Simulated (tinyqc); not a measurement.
From results back to parameters: optical gain and spontaneous emission in a bulk direct-gap semiconductor. Five cases, with inputs chosen for the exercise.

Problem. The gain spectrum crosses zero at E0 = Eg + Fc + Fv; n = p is hidden.

F_j(eta) = (1/Gamma(j + 1)) integral_0^infinity x^j dx/(1 + exp(x - eta)), which tends to exp(eta) for eta << 0.

Quasi-Fermi levels: n = Nc F_1/2(Fc/kT) and p = Nv F_1/2(Fv/kT), Fc counted up from the conduction edge and Fv down from the valence edge; Nc, Nv from N = 2 (m kB T/(4 pi c))^(3/2) with c = hbar^2/2m0, in 1/angstrom^3; times 1e24 for 1/cm^3, with me and (mhh^(3/2) + mlh^(3/2))^(2/3).

Constants: hbar^2/2m0 = 3.80998211 eV angstrom^2; kB = 8.617333262e-05 eV/K.

Case 1.

Values chosen (near those of GaN; not measured data): Eg = 3.526 eV (direct gap); me = 0.199 m0 (electron mass); mhh = 1.45 m0 (heavy-hole mass); mlh = 0.2932 m0 (light-hole mass); T = 400 K.

E0 = 3.54939 eV

Case 2.

Values chosen (near those of GaN; not measured data): Eg = 3.429 eV (direct gap); me = 0.2074 m0 (electron mass); mhh = 1.435 m0 (heavy-hole mass); mlh = 0.2965 m0 (light-hole mass); T = 400 K.

E0 = 3.55089 eV

Case 3.

Values chosen (near those of InGaAs; not measured data): Eg = 0.754 eV (direct gap); me = 0.0413 m0 (electron mass); mhh = 0.481 m0 (heavy-hole mass); mlh = 0.0512 m0 (light-hole mass); T = 300 K.

E0 = 0.85419 eV

Case 4.

Values chosen (near those of GaAs; not measured data): Eg = 1.413 eV (direct gap); me = 0.066 m0 (electron mass); mhh = 0.494 m0 (heavy-hole mass); mlh = 0.0849 m0 (light-hole mass); T = 350 K.

E0 = 1.54832 eV

Case 5.

Values chosen (near those of InGaAs; not measured data): Eg = 0.753 eV (direct gap); me = 0.041 m0 (electron mass); mhh = 0.47 m0 (heavy-hole mass); mlh = 0.0507 m0 (light-hole mass); T = 300 K.

E0 = 0.76552 eV

Find: Fc; Fv; n.

Solution. Fc + Fv rises steadily with n, so one n gives E0 - Eg; solve by bisection on ln n.

Case 1.

Fc = 0.084 eV
Fv = -0.061 eV
n = 1.2e+19 1/cm^3

Case 2.

Fc = 0.151 eV
Fv = -0.030 eV
n = 2.7e+19 1/cm^3

Case 3.

Fc = 0.136 eV
Fv = -0.036 eV
n = 2.0e+18 1/cm^3

Case 4.

Fc = 0.157 eV
Fv = -0.021 eV
n = 5.0e+18 1/cm^3

Case 5.

Fc = 0.071 eV
Fv = -0.059 eV
n = 8.4e+17 1/cm^3

Computed by tinyqc, one run a case: `OMP_NUM_THREADS=1 python tinyqc.py N N+1 out.jsonl` with N = 1680432, 1680453, 1680525, 1680532, 1680540; one thread of a shared Intel(R) Xeon(R) Processor @ 2.30GHz, about 0.1 s a run at most.
